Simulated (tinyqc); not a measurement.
Doping density: delta-doped layer in the Thomas-Fermi potential.

All donors ionised in the plane z = 0, zero temperature, energies from the Fermi level EF of the Thomas-Fermi model, which lies at the bulk band edge; c = hbar^2/2m0, q = e^2/(4 pi eps0). gv = 1 equivalent valley, m_d = sqrt(m3^3/mz) in the plane. With n = (gv/3 pi^2)(m3 (-V)/c)^(3/2) and V'' = -(4 pi q/eps) n for z > 0, the solution is V = -b/(|z| + z0)^4 with sqrt(b) = 20/K, K = (4 pi q/eps)(gv/3 pi^2)(m3/c)^(3/2), and z0^5 = 4b/(e F0), e F0 = 2 pi q N/eps; 1e13/cm^2 = 1e-3/angstrom^2. Exchange and correlation are left out.

Subbands solve -(c/m_z) psi'' + V psi = E psi on 1280 points of spacing z0/80; up to ten levels for each group, kept if bound with an rms width below 2.5 z0.

Constants: hbar^2/2m0 = 3.80998211 eV angstrom^2; e^2/(4 pi eps0) = 14.39964547 eV angstrom.

Parameters, chosen for this exercise (near those of a delta-doped layer in GaAs; shifted at random, so the results belong to these values and not to a real crystal):
- m3 = 0.068 m0 (density-of-states mass of a valley)
- mz = 0.068 m0 (mass along z)
- eps = 12.9 (dielectric constant)
- Nl = (0.016, 0.032, 0.064, 0.11, 0.19, 0.32, 0.51) x 1e13/cm^2 (sheet densities)

The well, the lowest level and the filling anew; at zero temperature n_i = g m_d (mu - E_i)/(2 pi c), with mu fixed by sum n_i = N.

Results:

| N (1e13/cm^2) | z0 (angstrom) | depth (eV) | lowest (eV) | next - lowest (eV) | occupied | share of lowest (%) |
|---|---|---|---|---|---|---|
| 0.016 | 407.0 | 0.0114 | -0.0051 | 0.0044 | 2 | 89.0 |
| 0.032 | 354.4 | 0.0199 | -0.0095 | 0.0077 | 3 | 83.4 |
| 0.064 | 308.5 | 0.0346 | -0.0176 | 0.0135 | 3 | 77.8 |
| 0.11 | 276.8 | 0.0534 | -0.0285 | 0.0206 | 4 | 73.3 |
| 0.32 | 223.6 | 0.1254 | -0.0728 | 0.0469 | 5 | 64.5 |
| 0.51 | 203.7 | 0.1821 | -0.1093 | 0.0667 | 5 | 60.8 |

Give the missing row, N (1e13/cm^2) = 0.19.

Computed row:
```
N (1e13/cm^2)  z0 (angstrom)  depth (eV)  lowest (eV)  next - lowest (eV)  occupied  share of lowest (%)
0.19                   248.1      0.0827      -0.0461              0.0315         4                 68.8
```

The depth grows as N^(4/5) and z0 shrinks as N^(-1/5): factors 15.9 and 2.00 for 32 times the doping. The lowest level deepens faster, with exponent 0.89, since the zero-point energy takes a smaller share of a deeper well (56 % falling to 40 %). The number of occupied subbands is 2 in the first row and 5 in the last. Up to N = 0.032 the donor spacing exceeds 1.5 Bohr radii (one radius, a0 eps/m with the density-of-states mass, is 100 angstrom), where a uniform sheet is a crude picture of discrete donors (beyond about three radii electrons stay on single donors).

Run: tinyqc, `OMP_NUM_THREADS=1 python tinyqc.py 1250905 1250906 out.jsonl`; Intel(R) Xeon(R) Processor @ 2.30GHz, one thread, shared host; about 0.07 s of CPU time with all checks.
